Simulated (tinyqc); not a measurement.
UHF in the sto-6g basis, for H4, spin multiplicity 1, step by step. One step of it, computed by the program tinyqc.

Task: Iteration 2: diagonalisation and new density. Diagonalise F' = X^T F X, C = X C', fill 2 alpha and 2 beta electrons from the bottom; D(s) = C_occ C_occ^T. Each column has its largest component positive (the first on a tie).

F(alpha) (hartree), order 1H 1s, 2H 1s, 3H 1s, 4H 1s:
$$\begin{pmatrix}
-0.328171 & -0.496900 & -0.028113 & -0.001121 \\
-0.496900 & -0.218671 & -0.096194 & -0.036964 \\
-0.028113 & -0.096194 & -0.330011 & -0.494692 \\
-0.001121 & -0.036964 & -0.494692 & -0.207035
\end{pmatrix}$$

F(beta) (hartree), order 1H 1s, 2H 1s, 3H 1s, 4H 1s:
$$\begin{pmatrix}
-0.207035 & -0.494692 & -0.036964 & -0.001121 \\
-0.494692 & -0.330011 & -0.096194 & -0.028113 \\
-0.036964 & -0.096194 & -0.218671 & -0.496900 \\
-0.001121 & -0.028113 & -0.496900 & -0.328171
\end{pmatrix}$$

X, order 1H 1s, 2H 1s, 3H 1s, 4H 1s:
$$\begin{pmatrix}
1.130203 & -0.321679 & 0.018703 & -0.005401 \\
-0.321679 & 1.137979 & -0.079692 & 0.018703 \\
0.018703 & -0.079692 & 1.137979 & -0.321679 \\
-0.005401 & 0.018703 & -0.321679 & 1.130203
\end{pmatrix}$$

Give: F' = X^T F X; orbital energies; coefficients C; F' = X^T F X; orbital energies; coefficients C; D(alpha) after iteration 2; D(beta) after iteration 2.

Result:

F' = X^T F X (alpha) (hartree):
$$\begin{pmatrix}
-0.0807 & -0.4924 & 0.0296 & -0.0039 \\
-0.4924 & 0.0604 & -0.0949 & 0.0208 \\
0.0296 & -0.0949 & -0.0723 & -0.4920 \\
-0.0039 & 0.0208 & -0.4920 & 0.0606
\end{pmatrix}$$

orbital energies (alpha) (hartree): MO1 -0.5302, MO2 -0.4841, MO3 0.4176, MO4 0.5648

coefficients C (alpha), order 1H 1s, 2H 1s, 3H 1s, 4H 1s:
$$\begin{pmatrix}
0.4384 & -0.4716 & 0.7023 & -0.6881 \\
0.3754 & -0.3322 & -0.7017 & 0.8133 \\
0.4358 & 0.4732 & -0.6190 & -0.7798 \\
0.3192 & 0.3835 & 0.7568 & 0.7481
\end{pmatrix}$$

F' = X^T F X (beta) (hartree):
$$\begin{pmatrix}
0.0606 & -0.4920 & 0.0208 & -0.0039 \\
-0.4920 & -0.0723 & -0.0949 & 0.0296 \\
0.0208 & -0.0949 & 0.0604 & -0.4924 \\
-0.0039 & 0.0296 & -0.4924 & -0.0807
\end{pmatrix}$$

orbital energies (beta) (hartree): MO1 -0.5302, MO2 -0.4841, MO3 0.4176, MO4 0.5648

coefficients C (beta), order 1H 1s, 2H 1s, 3H 1s, 4H 1s:
$$\begin{pmatrix}
0.3192 & 0.3835 & 0.7568 & 0.7481 \\
0.4358 & 0.4732 & -0.6190 & -0.7798 \\
0.3754 & -0.3322 & -0.7017 & 0.8133 \\
0.4384 & -0.4716 & 0.7023 & -0.6881
\end{pmatrix}$$

D(alpha) after iteration 2, order 1H 1s, 2H 1s, 3H 1s, 4H 1s:
$$\begin{pmatrix}
0.4146 & 0.3212 & -0.0321 & -0.0409 \\
0.3212 & 0.2513 & 0.0064 & -0.0076 \\
-0.0321 & 0.0064 & 0.4139 & 0.3206 \\
-0.0409 & -0.0076 & 0.3206 & 0.2489
\end{pmatrix}$$

D(beta) after iteration 2, order 1H 1s, 2H 1s, 3H 1s, 4H 1s:
$$\begin{pmatrix}
0.2489 & 0.3206 & -0.0076 & -0.0409 \\
0.3206 & 0.4139 & 0.0064 & -0.0321 \\
-0.0076 & 0.0064 & 0.2513 & 0.3212 \\
-0.0409 & -0.0321 & 0.3212 & 0.4146
\end{pmatrix}$$
